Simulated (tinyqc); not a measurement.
Inside a calculation: ellipsoidal valleys in the axes of a wafer and a channel. Values are carried at full precision from step to step, so a last printed digit may differ when a step is redone from the rounded ones.

Valleys with axes a along [111], [1-1-1], [-11-1] and [-1-11], one whole valley each; inverse mass tensor w = 1/mt + (1/ml - 1/mt) a a. Device axes: z = nz/|nz|, x = nx/|nx|, y = z cross x; in them a = (ax, ay, az). Confinement mass mz = 1/w_zz. In the plane w_ij is replaced by u_ij = w_ij - w_iz w_jz/w_zz (i, j = x, y); density-of-states mass md = 1/sqrt(det u); conductivity mass along x mc = 1/u_xx; ballistic transport mass mx = u_yy/det u, width mass my = 1/u_yy.

Constants: hbar^2/2m0 = 3.80998211 eV angstrom^2; kB = 8.617333262e-05 eV/K.

Inputs chosen for the exercise (near those of the L valleys of Ge; the results hold for these values, not for the real material): ml = 1.542 m0 (longitudinal mass); mt = 0.083 m0 (transverse mass); nz = (1, 1, 0) (surface normal (confinement)); nx = (1, -1, 1) (channel direction); t = 6.4 nm (thickness of the film); T = 300 K (temperature).

## Device axes and valley axes

Give the rows x, y, z in cubic components and each valley axis in device components.

device axes:
```
    [100]    [010]    [001]
x  0.5774  -0.5774   0.5774
y  0.4082  -0.4082  -0.8165
z  0.7071   0.7071   0.0000
```

valley axes:
```
              ax       ay       az
[111]     0.3333  -0.4714   0.8165
[1-1-1]   0.3333   0.9428   0.0000
[-11-1]  -1.0000   0.0000   0.0000
[-1-11]   0.3333  -0.4714  -0.8165
```

## Tensors of the valley [1-1-1]

Form w and the reduced tensor u.

w (1/m0):
```
         x        y        z
x  10.7816  -3.5826   0.0000
y  -3.5826   1.9151   0.0000
z   0.0000   0.0000  12.0482
```

u (1/m0):
```
         x        y
x  10.7816  -3.5826
y  -3.5826   1.9151
```

w_xz = w_yz = 0: the normal is a principal axis and u is the upper block of w.

## Masses of all valleys

Give mz, md, mc, mx and my.

Masses (m0):

| valley | mz | md | mc | mx | my |
|---|---|---|---|---|---|
| [111] | 0.2248 | 0.2174 | 0.1160 | 0.2451 | 0.1928 |
| [1-1-1] | 0.0830 | 0.3578 | 0.0928 | 0.2451 | 0.5222 |
| [-11-1] | 0.0830 | 0.3578 | 1.5420 | 1.5420 | 0.0830 |
| [-1-11] | 0.2248 | 0.2174 | 0.1160 | 0.2451 | 0.1928 |

mz md^2 = ml mt^2 = 0.01062 for every valley, so a heavy confinement mass comes with a small density of states. The heaviest mz is 0.225, for [111] and [-1-11].

## Subbands and shares in a film

Hard walls: E_n = c (n pi/t)^2/mz, c = hbar^2/2m0, n = 1, 2, 3. Non-degenerate share of a valley proportional to md sum_n exp(-E_n/kT); mean 1/mc = sum of share/mc. 1 nm = 10 angstrom.

Give the ladders, the shares and the mean conductivity mass.

Subbands:

| valley | E1 (meV) | E2 (meV) | E3 (meV) | share |
|---|---|---|---|---|
| [111] | 40.8 | 163.4 | 367.5 | 0.451 |
| [1-1-1] | 110.6 | 442.4 | 995.5 | 0.049 |
| [-11-1] | 110.6 | 442.4 | 995.5 | 0.049 |
| [-1-11] | 40.8 | 163.4 | 367.5 | 0.451 |

mean mc = 0.1200 m0

The lowest ladder ([111] and [-1-11]) holds 90 % of the electrons in these valleys, the next starts 70 meV higher.

## Checks

- mz md^2 against ml mt^2: they agree to 1e-10 or better.
- mx my against md^2: they agree to 1e-10 or better.

(tinyqc, `OMP_NUM_THREADS=1 python tinyqc.py 1851082 1851083 out.jsonl`, Intel(R) Xeon(R) Processor @ 2.30GHz, 1 thread, shared host, about 0.01 s.)
